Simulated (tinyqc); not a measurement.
Strain: hole subbands of a hard-walled well, four-band Luttinger model.

Hole energies are counted downwards from the unstrained band edge, c = hbar^2/2m0. After the usual block transformation one block is H = [[P + Q - Zs, R - i S], [R + i S, P - Q + Zs]] in (heavy, light), with P +/- Q = c [(g1 +/- g2) k^2 + (g1 -/+ 2 g2) kz^2], R = sqrt(3) c gR k^2, S = 2 sqrt(3) c g3 k kz, kz = -i d/dz; axial approximation gR = (g2 + g3)/2. Zs = b (e_par - e_perp) is the shear part of the strain (the hydrostatic part shifts all levels alike and is left out). Basis sqrt(2/L) sin(n pi z/L), n = 1 to N, for each component: kz^2 gives (n pi/L)^2 and the heavy-light block is R delta_nm - 2 sqrt(3) c g3 k D_nm with D_nm = 4 n m/(L (n^2 - m^2)) for n + m odd, 0 otherwise. The other block has the same levels. The split-off band is left out.

Constants: hbar^2/2m0 = 3.80998211 eV angstrom^2.

Inputs chosen for the exercise (near those of GaAs; not measured data): g1 = 6.96 (Luttinger gamma1); g2 = 2.06 (gamma2); g3 = 2.93 (gamma3); L = 65 angstrom (well width along [001]); Zlist = (-0.0734, -0.0475, -0.0323, -0.0083, 0, 0.0267, 0.0453) eV (shear strain energies (negative: tension in the plane, for b < 0)).

N = 20. dE is the rise of the top subband from k = 0 to k1 = pi/(4L), m1 = c k1^2/dE (dash if dE is not positive), and the heavy weight is taken at k = pi/L.

Top subband:

| Zs (eV) | HH1 (meV) | LH1 (meV) | dE (meV) | heavy weight | m1 (m0) |
|---|---|---|---|---|---|
| -0.0734 | 98.7 | 25.2 | 0.083 | 0.173 | 6.687 |
| -0.0475 | 72.8 | 51.1 | -1.256 | 0.262 | - |
| -0.0323 | 57.6 | 66.3 | 2.383 | 0.339 | 0.233 |
| -0.0083 | 33.6 | 90.3 | 3.797 | 0.506 | 0.147 |
| 0.0000 | 25.3 | 98.6 | 3.873 | 0.573 | 0.144 |
| 0.0267 | -1.4 | 125.3 | 4.041 | 0.773 | 0.138 |
| 0.0453 | -20.0 | 143.9 | 4.125 | 0.857 | 0.135 |

HH1 and LH1 cross at Zs = -2 c g2 (pi/L)^2 = -0.0367 eV; for more negative Zs the light hole is on top. Among the rows with HH1 on top, m1 goes from 0.233 to 0.135 m0 as the splitting widens from 9 to 164 meV, against the unmixed 1/(g1 + g2) = 0.111: compression lightens the holes here. A dash marks a top subband whose hole energy at k1 lies below that at k = 0: an electron-like (negative) mass. m1 describes the neighbourhood of k = 0 only; where HH1 and LH1 lie close, the band may peak further out.

Computed by tinyqc, a small Python program: `OMP_NUM_THREADS=1 python tinyqc.py 1282455 1282456 out.jsonl` (the numbers bound the seed that draws the inputs); one thread of a shared host (Intel(R) Xeon(R) Processor @ 2.30GHz), about 0.2 s for the whole set of steps.
